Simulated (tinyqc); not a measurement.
Potential-pH (Pourbaix) lines of a metal, its cation, its oxide and an oxyanion, with a complexing ligand: one step, computed by the program tinyqc. Command: `OMP_NUM_THREADS=1 python tinyqc.py 3002326 3002327 out.jsonl pourb walk`. One thread of a shared host (Intel(R) Xeon(R) Processor @ 2.30GHz), about 0.02 s of CPU time with the checks.

Potentials are against the standard hydrogen electrode; solids and water have unit activity; dG_f of M, H+ and the electron is zero; F = e N_A and s = R T ln(10)/F. The cation carries z = 2.

Question. A complexing ligand. M2+ + 2e = M; MO + 2H+ + 2e = M + H2O; MO2(2-) + 4H+ + 2e = M + 2H2O. For each, E0 = -dG/(z F), and E = E0 + (s/z) log10 a - (s n_H/z) pH, with no activity term for the oxide. The free ligand is c_L/(1 + 10^(pKa - pH)) (ligand in excess); dissolved metal is a in all, so the free cation is a/alpha, alpha = 1 + beta [L]; the cation line drops by (s/z) log10 alpha.

Inputs (values chosen for the exercise, modelled on zinc):
```
quantity                                     value   unit
temperature T                               298.15      K
log10 of the dissolved activity a               -3      -
pH                                              11      -
log10 of the stability constant beta of ML      11      -
pKa of HL                                        8      -
total ligand c_L                             0.059  mol/L
```

Species: M, M2+, MO, MO2(2-).

E0 (V): cation -0.7674742, oxide -0.4222922, oxyanion 0.4801766

s = 0.05915935 V

Give: free ligand; log10 alpha; cation line with ligand; that line less the oxide line.

Answer.

free ligand = 0.05894 mol/L

log10 alpha = 9.770

cation line with ligand = -1.145 V

that line less the oxide line = -0.07217 V
